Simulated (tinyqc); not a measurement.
Inside a calculation. Method: tight binding, kagome lattice. Computed by tinyqc, a small Python program that keeps every step. Settings: t1 = 1.59, t2 = 1.59, delta = 0, bands filled = 2. Command: `OMP_NUM_THREADS=1 python tinyqc.py 20296 20297 out.jsonl` (the two numbers bound the seeds that draw the settings). One thread of a shared host (Intel(R) Xeon(R) Processor @ 2.60GHz), about 0.01 s of CPU time with the checks.

## Bloch Hamiltonian at k

Parameters chosen for this model:

| parameter | value | unit |
|---|---|---|
| t1 | 1.590000 | eV, up triangles |
| t2 | 1.590000 | eV, down triangles |
| delta | 0 | eV on site C |

k point k (fractions of the reciprocal vectors): 0.260000  -0.160000

H_AB = -t1 - t2 exp(-i k.a1), H_AC = -t1 - t2 exp(-i k.a2), H_BC = -t1 - t2 exp(i k.(a1 - a2)), H_CC = delta.

H(k) at k (eV):
```
                     A                    B                    C
A             0.000000  -1.490163+1.586862i  -2.441965-1.342481i
B  -1.490163-1.586862i             0.000000  -0.196672-0.765988i
C  -2.441965+1.342481i  -0.196672+0.765988i             0.000000
```

## Levels at k

Diagonalise the Hermitian matrix.

eigenvalues (eV): -3.944843  0.764843  3.180000

weights |c|^2 of the basis functions:
```
     band 1    band 2    band 3
A  0.445121  0.003555  0.551325
B  0.232340  0.631270  0.136390
C  0.322540  0.365175  0.312285
```

## Bloch Hamiltonian at K

k point K (fractions of the reciprocal vectors): 0.333333  0.666667

As before.

H(k) at K (eV):
```
                     A                    B                    C
A             0.000000  -0.795000+1.376980i  -0.795000-1.376980i
B  -0.795000-1.376980i             0.000000  -0.795000+1.376980i
C  -0.795000+1.376980i  -0.795000-1.376980i             0.000000
```

## Levels at K

As before.

eigenvalues (eV): -1.590000  -1.590000  3.180000

## Bands along a path

The same steps at evenly spaced points between the labelled ones.

Bands along the path (eV):

| k | band 1 | band 2 | band 3 |
|---|---|---|---|
| G | -6.360000 | 3.180000 | 3.180000 |
| G-K 0.20 | -6.085075 | 2.905075 | 3.180000 |
| G-K 0.40 | -5.307835 | 2.127835 | 3.180000 |
| G-K 0.60 | -4.162674 | 0.982674 | 3.180000 |
| G-K 0.80 | -2.847599 | -0.332401 | 3.180000 |
| K | -1.590000 | -1.590000 | 3.180000 |
| K-M 0.20 | -2.127835 | -1.052165 | 3.180000 |
| K-M 0.40 | -2.572674 | -0.607326 | 3.180000 |
| K-M 0.60 | -2.905075 | -0.274925 | 3.180000 |
| K-M 0.80 | -3.110509 | -0.069491 | 3.180000 |
| M | -3.180000 | 0 | 3.180000 |
| M-K' 0.20 | -3.110509 | -0.069491 | 3.180000 |
| M-K' 0.40 | -2.905075 | -0.274925 | 3.180000 |
| M-K' 0.60 | -2.572674 | -0.607326 | 3.180000 |
| M-K' 0.80 | -2.127835 | -1.052165 | 3.180000 |
| K' | -1.590000 | -1.590000 | 3.180000 |

With 2 band(s) filled, the highest filled level on these points lies at G and the lowest empty one at M: the bands touch or overlap, so there is no gap.
